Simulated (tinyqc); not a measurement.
Plane-wave Kohn-Sham cycle with exchange-only LDA in a layered model solid, step by step. One step of it, computed by the program tinyqc.

Problem. Iteration 1: potential. V_H(G) = 4 pi rho(G)/G^2 for G != 0 (uniform background); v_x = -(3 rho/pi)^(1/3); V = V_ext + V_H + v_x; Fourier components f(G_m) = (1/N) sum_j f(x_j) exp(-i G_m x_j).

A solid whose potential varies along x alone (atomic units):

| parameter | value |
|---|---|
| period a | 14.000000 |
| cross-section of the cell | 31.000000 |
| electrons per cell | 4 |
| grid points | 16 |
| plane waves -n..n, n | 3 |
| k points | 4 |
| V1 in V1 cos(2 pi x/a) | -0.490000 |
| V2 in V2 cos(4 pi x/a) | -0.100000 |

density at the start, on the grid x_j = j a/N (e/bohr^3): 0.00921659  0.00921659  0.00921659  0.00921659  0.00921659  0.00921659  0.00921659  0.00921659  0.00921659  0.00921659  0.00921659  0.00921659  0.00921659  0.00921659  0.00921659  0.00921659

Give: Potentials on the grid; V(G_m), m = 0, 1, 2, ....

Solution.

Potentials on the grid (hartree):

| x | V_ext | V_H | v_x | V |
|---|---|---|---|---|
| 0.000 | -0.590 | 0.000 | -0.206 | -0.796 |
| 0.875 | -0.523 | 0.000 | -0.206 | -0.730 |
| 1.750 | -0.346 | 0.000 | -0.206 | -0.553 |
| 2.625 | -0.117 | 0.000 | -0.206 | -0.323 |
| 3.500 | 0.100 | 0.000 | -0.206 | -0.106 |
| 4.375 | 0.258 | 0.000 | -0.206 | 0.052 |
| 5.250 | 0.346 | 0.000 | -0.206 | 0.140 |
| 6.125 | 0.382 | 0.000 | -0.206 | 0.176 |
| 7.000 | 0.390 | 0.000 | -0.206 | 0.184 |
| 7.875 | 0.382 | 0.000 | -0.206 | 0.176 |
| 8.750 | 0.346 | 0.000 | -0.206 | 0.140 |
| 9.625 | 0.258 | 0.000 | -0.206 | 0.052 |
| 10.500 | 0.100 | 0.000 | -0.206 | -0.106 |
| 11.375 | -0.117 | 0.000 | -0.206 | -0.323 |
| 12.250 | -0.346 | 0.000 | -0.206 | -0.553 |
| 13.125 | -0.523 | 0.000 | -0.206 | -0.730 |

V(G_m), m = 0, 1, 2, ... (hartree): -0.206  -0.245  -0.050  0.000  0.000  0.000  0.000
